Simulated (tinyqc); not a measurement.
# Changing the temperature T

Model: Schottky barrier with interface states (Cowley-Sze model), image lowering and contact resistance. Computed by tinyqc, a small Python program. Command: `OMP_NUM_THREADS=1 python tinyqc.py 3025582 3025583 out.jsonl pinning sweep`. One thread of a shared host (Intel(R) Xeon(R) Processor @ 2.30GHz), about 0.02 s of CPU time with the checks.

An n-type semiconductor under a metal. The barrier lies between the Schottky-Mott limit phi_M - chi and the Bardeen limit E_g - E_n, E_n being the neutrality level of the interface states; the space-charge term of the full Cowley-Sze expression is left out.

Inputs (values chosen for the exercise, for a model semiconductor):
```
quantity                                       value         unit
gap E_g                                         1.26           eV
electron affinity chi                           3.94           eV
metal work function phi_M                       4.59           eV
neutrality level E_n above the valence band    0.568           eV
interface-state density D                    9.7e+12  cm^-2 eV^-1
dipole layer thickness delta                    0.22           nm
dipole layer constant eps_i                        2            -
dielectric constant eps_s                       15.1            -
electron mass m_e                              0.378          m_0
valleys M_c                                        6            -
donor density N                              3.9e+16        cm^-3
reverse bias V_r                                 4.3            V
```

Pinning factor from: interface states.

Constants: e = 1.602176634e-19 C; eps_0 = 8.8541878128e-12 F/m; k_B = 8.617333262e-05 eV/K; m_0 = 9.1093837015e-31 kg; k_B = 1.380649e-23 J/K; h = 6.62607015e-34 J s; hbar = 1.054571817e-34 J s.

Method:
- S = 1/(1 + e^2 D delta/(eps_i eps_0)); for D per eV, e^2 D is the number e x D in SI units, with 1 cm^-2 = 1e4 m^-2.
- phi_B = S (phi_M - chi) + (1 - S)(E_g - E_n); the hole barrier is E_g - phi_B.
- N_c = 2 M_c (2 pi m_e k_B T/h^2)^(3/2); xi = E_c - E_F solves N = N_c F_1/2(-xi/k_B T) (bisection; full ionisation).
- F_1/2(eta) = (2/sqrt(pi)) int_0^infinity sqrt(x)/(1 + exp(x - eta)) dx, by the trapezoid rule in t = sqrt(x) with step 0.02 up to t = 12 (for eta < -12 by exp(eta) - exp(2 eta)/2^(3/2)).
- V_bi = phi_B - xi; W = sqrt(2 eps_s eps_0 (V_bi + V_r - k_B T/e)/(e N)); field at the metal E_m = e N W/(eps_s eps_0); image lowering sqrt(e E_m/(4 pi eps_s eps_0)).
- A* = 4 pi e m_e M_c k_B^2/h^3 (a simple valley count); J_s = A* T^2 exp(-phi/k_B T).
- J_0 uses phi_B; the reverse current uses phi_B less the image lowering, times 1 - exp(-V_r/k_B T).
- E_00 = (e hbar/2) sqrt(N/(m_e eps_s eps_0)), E_0 = E_00 coth(E_00/k_B T); scaling form of the contact resistivity rho_c = (k_B/(e A* T)) exp(phi_B/E_0), which is the thermionic result when E_00 << k_B T and keeps only the leading exponential of tunnelling when E_00 >> k_B T; image lowering is left out of it.

One run for each value:
```
temperature T (K)  J_0 (A/cm^2)  contact resistivity rho_c (ohm cm^2)  E_00/k_B T
200                  3.0687e-10                            5.0797e+07    0.089048
250                  9.7924e-07                            2.0896e+04    0.071238
300                  2.2698e-04                            1.1055e+02    0.059365
350                  1.1645e-02                            2.5419e+00    0.050884
400                  2.3136e-01                            1.4712e-01    0.044524
450                  2.4326e+00                            1.5801e-02    0.039577
500                  1.6337e+01                            2.6204e-03    0.035619
```

Over the rows, J_0 (A/cm^2) rises from 3.07e-10 to 16.3 (exponent d ln y / d ln x 36 between the first rows and 18 between the last); contact resistivity rho_c (ohm cm^2) falls from 5.08e7 to 0.00262 (exponent d ln y / d ln x -35 between the first rows and -17 between the last); E_00/k_B T falls from 0.0890 to 0.0356 (exponent d ln y / d ln x about -1.0 throughout). A Richardson plot, ln(J_0/T^2) against 1/(k_B T), has slope -0.6568 eV, minus the barrier.
